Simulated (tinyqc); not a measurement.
Inside a calculation. Method: Pariser-Parr-Pople SCF with singles CI, for the molecule Nc1cccnc[cH+]1 (SMILES; centres numbered as the heavy atoms are written). Computed by tinyqc, a small Python program that keeps every step. Settings: charge = 1, gamma = Ohno, start = huckel, damping = 0, iteration cap = 87, excitations kept = 6. Command: `OMP_NUM_THREADS=1 python tinyqc.py 30009 30010 out.jsonl` (the two numbers bound the seeds that draw the settings). One thread of a shared host (Intel(R) Xeon(R) Processor @ 2.60GHz), about 0.04 s of CPU time with the checks. Later iterations appear only in the table of the cycle.

## PPP integrals

Centres (angstrom, eV; a flat drawing with bonds scaled to 1.40 angstrom):
```
centre         x         y  core charge z         W  gamma_rr
1N       2.63700   0.00000              2  27.27000  18.30000
2C       1.23700   0.00000              1  11.45000  10.74000
3C       0.62900   1.26100              1  11.45000  10.74000
4C      -0.73600   1.57300              1  11.45000  10.74000
5C      -1.83000   0.70000              1  11.45000  10.74000
6N      -1.83000  -0.70000              1  14.66000  13.30000
7C      -0.73600  -1.57300              1  11.45000  10.74000
8C       0.62900  -1.26100              1  11.45000  10.74000
```

Resonance integrals (eV):
```
i  j      beta
1  2  -2.17000
2  3  -2.39000
3  4  -2.39000
4  5  -2.39000
5  6  -2.35000
6  7  -2.35000
7  8  -2.39000
8  2  -2.39000
```

Ohno: gamma = 14.399645/sqrt(R^2 + a^2), a = 2 x 14.399645/(gamma_rr + gamma_ss); H_rr = -W_r - sum_(s != r) z_s gamma_rs; H_rs = beta for bonds.

repulsion gamma_rs (eV), lower triangle:
```
          1N        2C        3C        4C        5C        6N        7C        8C
1N  18.30000
2C   8.39306  10.74000
3C   5.60265   7.42863  10.74000
4C   3.73860   5.03944   7.42785  10.74000
5C   3.11075   4.21084   5.04119   7.42944  10.74000
6N   3.12191   4.27765   4.27846   5.15639   7.81489  13.30000
7C   3.73860   5.03944   4.21114   4.21069   5.04058   7.81608  10.74000
8C   5.60265   7.42863   5.04147   4.21114   4.21161   5.15704   7.42785  10.74000
```

core matrix H (eV), lower triangle:
```
           1N         2C         3C         4C         5C         6N         7C         8C
1N  -60.57821
2C   -2.17000  -61.66075
3C    0.00000   -2.39000  -56.08404
4C    0.00000    0.00000   -2.39000  -52.40215
5C    0.00000    0.00000    0.00000   -2.39000  -51.42005
6N    0.00000    0.00000    0.00000    0.00000   -2.35000  -55.40434
7C    0.00000    0.00000    0.00000    0.00000    0.00000   -2.35000  -52.67299
8C    0.00000   -2.39000    0.00000    0.00000    0.00000    0.00000   -2.39000  -56.13304
```

## Starting guess

pi electrons, sum of z_r less the charge = 8

Orbitals of the Hueckel matrix of the beta values.

P at the start, lower triangle:
```
          1N        2C        3C        4C        5C       6N       7C       8C
1N   1.34666
2C   0.73316   0.97173
3C  -0.17004   0.46685   0.93673
4C  -0.30929   0.04732   0.75584   0.95710
5C   0.21300  -0.10560   0.06768   0.54424   0.94738
6N   0.21704  -0.10527  -0.32260   0.05895   0.73198  0.94641
7C  -0.31021   0.04738  -0.11478  -0.12789   0.05898  0.53938  0.95688
8C  -0.17038   0.46584   0.23669  -0.11377  -0.31726  0.06829  0.75876  0.93712
```

## Iteration 1: Fock matrix

F_rr = H_rr + P_rr gamma_rr / 2 + sum_(s != r) P_ss gamma_rs; F_rs = H_rs - P_rs gamma_rs / 2; E = tr P (H + F) / 2 + core repulsion sum_(r<s) z_r z_s gamma_rs.

F (eV), lower triangle:
```
           1N         2C         3C         4C         5C         6N         7C         8C
1N  -16.54477
2C   -5.24674  -13.53682
3C    0.47633   -4.12403  -11.60207
4C    0.57815   -0.11923   -5.19712  -10.47903
5C   -0.33129    0.22234   -0.17059   -4.41171  -10.05270
6N   -0.33879    0.22515    0.69011   -0.15199   -5.21018  -12.09144
7C    0.57987   -0.11939    0.24169    0.26925   -0.14865   -4.45794  -10.49490
8C    0.47730   -4.12027   -0.59664    0.23955    0.66809   -0.17609   -5.20800  -11.60607
```

pi energy = -126.11076 eV

## Iteration 1: orbitals and new P

Diagonalise F (the basis is taken as orthonormal) and form P = 2 sum c c over the lowest orbitals.

orbital energies (eV): -22.00418  -19.31883  -17.48682  -16.29077  -7.93505  -7.33092  -3.41994  -2.62129

P after iteration 1, lower triangle:
```
          1N        2C        3C        4C        5C       6N       7C       8C
1N   1.57174
2C   0.64177   0.95488
3C  -0.21986   0.49523   0.96696
4C  -0.21816   0.11417   0.74945   0.84987
5C   0.14897  -0.14300   0.13640   0.52744   0.80512
6N   0.18051  -0.16670  -0.27257   0.12789   0.72976  1.04635
7C  -0.22825   0.12539  -0.14861  -0.17179   0.08896  0.55532  0.81448
8C  -0.24173   0.51366   0.16927  -0.17631  -0.28656  0.07684  0.72792  0.99060
```

## Iteration 2: Fock matrix

As before.

F (eV), lower triangle:
```
           1N         2C         3C         4C         5C         6N         7C         8C
1N  -15.22142
2C   -4.86320  -12.54580
3C    0.61591   -4.22944  -11.71989
4C    0.40782   -0.28767   -5.17342  -10.98969
5C   -0.23171    0.30108   -0.34382   -4.34931  -10.54316
6N   -0.28176    0.35655    0.58308   -0.32973   -5.20148  -13.16875
7C    0.42666   -0.31594    0.31291    0.36167   -0.22421   -4.52022  -10.36587
8C    0.67716   -4.29790   -0.42668    0.37123    0.60345   -0.19813   -5.09345  -11.62359
```

pi energy = -126.92332 eV

## Iteration 2: orbitals and new P

As before.

orbital energies (eV): -21.27925  -19.49573  -17.79447  -15.90986  -7.89759  -7.26540  -3.28075  -3.25512

P after iteration 2, lower triangle:
```
          1N        2C        3C        4C        5C       6N       7C       8C
1N   1.57997
2C   0.64603   0.93877
3C  -0.20987   0.48092   0.95717
4C  -0.20546   0.11876   0.75964   0.85907
5C   0.12796  -0.13472   0.14929   0.51642   0.76868
6N   0.16813  -0.16082  -0.27154   0.11395   0.73127  1.11624
7C  -0.22111   0.14394  -0.13646  -0.18485   0.07717  0.55319  0.77150
8C  -0.25787   0.51844   0.17648  -0.18147  -0.28684  0.06978  0.71654  1.00860
```

## Convergence

Stop when output and input P, before any damping, agree to 1e-7.

Course of the cycle:
```
iteration        E (eV)  largest |P(out) - P(in)|
1          -126.1107632                  2.25e-01
2          -126.9233168                  6.99e-02
3          -126.9891254                  2.82e-02
4          -127.0076897                  1.52e-02
5          -127.0148104                  9.15e-03
6          -127.0177984                  5.68e-03
7          -127.0190920                  3.61e-03
8          -127.0196588                  2.33e-03
9          -127.0199085                  1.51e-03
10         -127.0200188                  1.00e-03
11         -127.0200676                  6.69e-04
...                 ...                       ...
24         -127.0201065                  3.61e-06
25         -127.0201065                  2.42e-06
26         -127.0201065                  1.63e-06
27         -127.0201065                  1.10e-06
28         -127.0201065                  7.44e-07
29         -127.0201065                  5.03e-07
30         -127.0201065                  3.41e-07
31         -127.0201065                  2.31e-07
32         -127.0201065                  1.56e-07
33         -127.0201065                  1.06e-07
34         -127.0201065                  7.16e-08
```

Converged in 34 iterations.

## Converged orbitals

Charges are z - P_rr.

orbital energies (eV): -21.26319  -19.42397  -17.81909  -15.94173  -7.85358  -7.18735  -3.31433  -3.19390

coefficients:
```
        MO1       MO2       MO3       MO4       MO5       MO6       MO7       MO8
1N  0.35917  -0.41823  -0.11697   0.68778  -0.20683   0.33748  -0.19641  -0.11876
2C  0.55914  -0.37765  -0.06556  -0.05962   0.24267  -0.47199   0.43450   0.25774
3C  0.37800  -0.07565   0.48602  -0.28820   0.46992   0.25351  -0.49680  -0.01458
4C  0.28236   0.18823   0.57147  -0.07885  -0.43918   0.24865   0.50824  -0.19755
5C  0.23159   0.43582   0.21089   0.25835  -0.33826  -0.45761  -0.39901   0.40270
6N  0.28210   0.60992  -0.21794   0.30515   0.44326  -0.03986   0.14324  -0.43499
7C  0.26374   0.28036  -0.40866  -0.19276  -0.03952   0.55309   0.09798   0.57498
8C  0.36466  -0.02773  -0.40031  -0.48693  -0.41492  -0.14256  -0.27961  -0.44524
```

pi charges: 1N 0.41871, 2C 0.07378, 3C 0.06424, 4C 0.10410, 5C 0.29041, 6N -0.18438, 7C 0.29536, 8C -0.06220

## Singles CI, singlets

Over the 6 single excitations with the smallest orbital gaps: A = (e_a - e_i) delta + 2 (ia|jb) - (ij|ab), with (pq|rs) = sum c_mp c_mq gamma_mn c_nr c_ns. f = 2/3 w |mu|^2 in atomic units, mu = sqrt2 sum c_ia sum_m c_mi c_ma R_m.

singlet CI matrix (eV), lower triangle:
```
          4>5       4>6       3>5       3>6       2>5      2>6
4>5   3.96525
4>6  -0.43434   4.78346
3>5  -0.06399   0.92677   5.39031
3>6  -0.66002   0.00921   0.01913   5.86679
2>5   0.07406  -0.13476  -0.03529  -0.69433   6.76978
2>6   0.19629  -0.22749   0.68331   0.03844  -0.07881  7.24767
```

singlet excitation energies (eV): 3.55044  4.13693  5.64149  6.00017  7.19104  7.50319

oscillator strengths: 0.06195  0.10670  0.17628  1.58673  0.96668  0.29683

## Singles CI, triplets

Over the 6 single excitations with the smallest orbital gaps: A = (e_a - e_i) delta - (ij|ab), with (pq|rs) = sum c_mp c_mq gamma_mn c_nr c_ns.

triplet CI matrix (eV), lower triangle:
```
          4>5       4>6       3>5      3>6      2>5      2>6
4>5   2.33652
4>6   0.53820   2.45988
3>5   0.14019  -0.08807   3.56256
3>6  -0.08807  -0.08793  -0.08905  4.62869
2>5  -0.45238  -0.50951  -0.00487  0.05692  5.33070
2>6  -0.50951   0.13429   0.05692  0.07066  0.02990  6.00744
```

triplet excitation energies (eV): 1.78719  2.73934  3.57074  4.63007  5.50397  6.09448
